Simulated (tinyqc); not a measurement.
Monte Carlo simulation of one carrier in a uniform electric field: one step, computed by the program tinyqc.

The force e F acts along +z. Flights end at the constant total rate Gamma; the part of Gamma that the real rates do not fill is self-scattering, which leaves k unchanged. One valley, no impurities; equivalent final valleys enter only through Z_f in the optical rate.

Problem. Flight 1. Kane band: hbar^2 k^2/(2 m) = E (1 + alpha E), speed v = hbar k/(m (1 + 2 alpha E)), states per spin, volume and energy g(E) = m k (1 + 2 alpha E)/(2 pi^2 hbar^2); overlap factors are set to 1. Masses are multiplied by m_0 and all formulas are in SI units. Flight: t = -ln(r1)/Gamma; k_z grows by e F t/hbar; E follows from the band; dz = (E_end - E_start)/(e F). Use row 1 of the random numbers.

Inputs (values chosen for the exercise, modelled on electrons in germanium):
```
quantity                value   unit
effective mass m        0.221    m_0
non-parabolicity alpha   0.71   1/eV
lattice temperature T     350      K
electric field F          5.6  kV/cm
```

Crystal: non-polar. Band: Kane.

starting wave vector (1/nm): -0.11  -0.23  -0.21

Random numbers (0.02 to 0.98, from up to 60 sets tried for early real events), one row a flight:
```
       r1      r2      r3      r4
1  0.7977  0.0258  0.8805  0.6605
2  0.4935  0.2953  0.3918  0.3937
3  0.3716  0.7507  0.1851  0.3727
4  0.5738  0.8813  0.4865  0.4058
5  0.8255  0.1178  0.2382  0.5478
6  0.7684  0.4957  0.4066  0.3248
7  0.0462  0.7107  0.6680  0.2965
```

Gamma = 86.03205 1e12/s

Constants: e = 1.602176634e-19 C; hbar = 1.054571817e-34 J s; m_0 = 9.1093837015e-31 kg.

Give: flight time t; k at the end of the flight; energy at the end; displacement dz.

Solution.

flight time t = 2.627 fs

k at the end of the flight (1/nm): -0.1100  -0.2300  -0.2078

energy at the end = 18.41 meV

displacement dz = -0.2801 nm
